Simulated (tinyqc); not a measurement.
p-n diode with diffusion and depletion-layer recombination: one step of the calculation.

Abrupt junction in the depletion approximation, low injection, full ionisation, neutral widths fixed, ohmic contact on the p side. Vj is the junction voltage; where a series resistance Rs is given, V = Vj + J Rs is the terminal voltage.

Problem. New Vj. Diffusion current alone: J = J0 (exp(Vj/Vt) - 1), g = Vj + J Rs - V, g' = 1 + Rs J0 exp(Vj/Vt)/Vt, Vj(new) = Vj - g/g'.

Parameters, values chosen for the exercise; band and dielectric values close to those of 4H silicon carbide: temperature T = 400 K; series resistance Rs = 0.0054 ohm cm^2; terminal voltage V = 2.64 V.

Constants: q = 1.602176634e-19 C, kB = 1.380649e-23 J/K, Vt = kB T/q. Results are converted to the units shown.

Vj after iteration 1 = 2.7174878 V
J0 = J0n + J0p = 1.0076965e-32 A/cm^2

Give: J; g; g'; Vj after iteration 2.

Solution.

J = 174.65 A/cm^2
g = 1.0206 V
g' = 28.361
Vj after iteration 2 = 2.6815 V

Numbers from tinyqc (`OMP_NUM_THREADS=1 python tinyqc.py 2260106 2260107 out.jsonl`; about 0.01 s on one thread of a shared Intel Xeon 2.30GHz).
